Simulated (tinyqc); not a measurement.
The liquidus: liquidus of a compound AB in a simple-solution melt, liquid-phase epitaxy and vapour pressures. Computed by tinyqc, a small Python program. Command: `OMP_NUM_THREADS=1 python tinyqc.py 3016940 3016941 out.jsonl liq35 walk`. One thread of a shared host (Intel(R) Xeon(R) Processor @ 2.30GHz), about 0.06 s of CPU time with the checks.

x is the atom fraction of B in the melt. The melt is a simple solution: R T ln gamma_B = W (1 - x)^2, R T ln gamma_A = W x^2, W = a + b T. The solid AB is stoichiometric.

Inputs (values chosen for the exercise, for a model compound):
```
quantity               value       unit
melting point T_F       1755          K
entropy of fusion S_F   65.2  J/(mol K)
interaction a             11     kJ/mol
interaction slope b    -15.5  J/(mol K)
```

Constants: R = 8.314462618 J/(mol K).

Method. Liquidus (Vieland): f(x) = R T ln[4 x (1 - x)] + 2 W (1/2 - x)^2 + S_F (T_F - T) = 0.

Solubility; ideal: W = 0; dilute: (1/4) exp[-(S_F (T_F - T) + W/2)/(R T)]:
```
T (K)           x       ideal      dilute  W (kJ/mol)
878    1.1852e-04  9.9136e-05  1.1852e-04     -2.6090
1018   1.1348e-03  8.5653e-04  1.1349e-03     -4.7790
1158   6.2767e-03  4.4066e-03  6.2938e-03     -6.9490
1299   2.3957e-02  1.6200e-02  2.4327e-02     -9.1345
1439   6.8197e-02  4.6873e-02  7.1654e-02    -11.3045
1580   1.5838e-01  1.1907e-01  1.7527e-01    -13.4900
1685   2.7805e-01  2.3636e-01  3.0958e-01    -15.1175
1737   3.8653e-01  3.6031e-01  4.0001e-01    -15.9235
```

What follows from these numbers?

x over the ideal value is 1.20 in the first row and 1.07 in the last, and lies between 1.07 and 1.48: W > 0 lowers the solubility and W < 0 raises it, by about exp(-W/(2 R T)) when dilute. The dilute form is within 5 % in 5 of the eight rows. Near T_F the liquidus closes as a parabola about x = 1/2.

Extremes, crossings and ranges named in words are read from the listed rows.
